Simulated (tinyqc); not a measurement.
Length of a polyene: Hueckel, PPP and singles CI along the polyenes. Computed by the program tinyqc. Hueckel uses the same beta without repulsion; CIS keeps all single excitations and so misses the low, doubly excited 2Ag state. W is the valence ionisation energy of a centre, MN the Mataga-Nishimoto formula, f the oscillator strength.

All-trans chains of carbon centres 1.40 angstrom apart:
```
parameter                               value
beta (eV), times 1 +/- alternation  -2.160000
alternation                                 0
W (eV)                              11.160000
gamma_rr (eV)                        9.510000
repulsion formula                        Ohno
```

Gaps and excitations (eV):
```
centres  Hueckel gap  PPP orbital gap  bright singlet (CIS)       f  lowest triplet (CIS)
2             4.3200          11.3027                5.5836  0.4787                3.0564
4             2.6699           8.8414                4.3361  0.9405                1.9929
8             1.5003           6.7835                3.0787  1.7177                1.1938
10            1.2296           6.2582                2.7194  2.0420                1.0184
```

Estimate the missing row, centres = 6.

Computed row:
```
centres  Hueckel gap  PPP orbital gap  bright singlet (CIS)       f  lowest triplet (CIS)
6             1.9226           7.5651                3.5821  1.3516                1.4791
```

The Hueckel gap tends to 4 x alternation x |beta| = 0.00 eV for long chains (zero without alternation, falling as 1/N). Exchange opens the PPP orbital gap, and the attraction of electron and hole brings the bright state 3.54 eV below it at 10 centres; the triplet lies 1.70 eV lower still.
